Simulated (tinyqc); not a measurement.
## Segment and feed resistance from two drops

Inverse problem. A rail is fed at one end through Rq; K loads of Ij follow, each after a segment Rs. The drop at load j is K Ij Rq + Rs Ij sum_(l=1..j) (K - l + 1). Find Rs, Rq and the worst drop, at the middle, if the rail were fed through Rq at both ends: K Ij Rq/2 + Rs Ij K^2/8 with the load taken as continuous.

Parameters, values chosen for the exercise: number of equal loads K = 12; current of each load Ij = 0.4 mA.

drops at the first and at the last load (mV): 1.5264000  3.3216000

Answer. The difference of the two drops is Rs Ij K (K - 1)/2, which gives Rs; the first drop then gives Rq.

Rs = 0.06800 ohm
Rq = 0.2500 ohm
drop at the middle with two feeds = 1.090 mV

Computed by the program tinyqc: `OMP_NUM_THREADS=1 python tinyqc.py 2770214 2770215 out.jsonl`, one thread of a shared Intel Xeon 2.30GHz, about 0.2 s for the whole run.
